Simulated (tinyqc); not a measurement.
# Worked calculation: capacitance measurement on a leaky thin oxide: effects of series resistance and leakage

tinyqc, about 0.01 s, one thread, Intel Xeon 2.30GHz (shared host): `OMP_NUM_THREADS=1 python tinyqc.py 2022031 2022032 out.jsonl` Printed values are rounded.

The device is a capacitance C in parallel with a leakage conductance G, in series with Rs and Ls. An impedance meter reports either a parallel pair (Cp, Gp) from Y = 1/Z = Gp + i w Cp or a series pair (Cs, Rm) from Z = Rm + 1/(i w Cs); w = 2 pi f, dissipation D = Gp/(w |Cp|).

Parameters, values chosen for the exercise; values of the order met in thin-oxide MOS capacitors:
- eox = 3.9 (relative permittivity of the gate insulator (close to silicon dioxide))
- tox = 1.7 nm (insulator thickness)
- A = 100 um^2 (gate area)
- zc = 0.44 nm (oxide-equivalent thickness added by the accumulation layer)
- zp = 0 nm (oxide-equivalent thickness added by gate depletion)
- Jg = 29 A/cm^2 (gate leakage current density, not matched to the thickness)
- Vs = 0.37 V (voltage for an e-fold rise of the leakage)
- Rs = 9.2 ohm (series resistance)
- Ls = 190 nH (series inductance)
- f = 1e6 Hz (measuring frequency)

Constants: eps0 = 8.8541878128e-14 F/cm where lengths are in cm. Results are converted to the units shown.

## True capacitance and conductance

EOT = 3.9 tox/eox; CET = EOT + zc + zp; C = 3.9 eps0 A/CET; G = Jg A/Vs.

EOT = 1.7 nm
CET = 2.14 nm
C = 1.61361 pF
G = 78.3784 uS

## What the meter reports

Z = Rs + i w Ls + 1/(G + i w C).

Z = (1.25578-0.16220i) x 1e4 ohm
Cp = 1.61014 pF
Gp = 78.3247 uS
Cs = 98.1205 pF
D = 7.74203

Cp is 0.22 % below C and Cs is 60.8 times it; G Rs = 7.21e-4, w C Rs = 9.33e-5 and G/(w C) = 7.73.
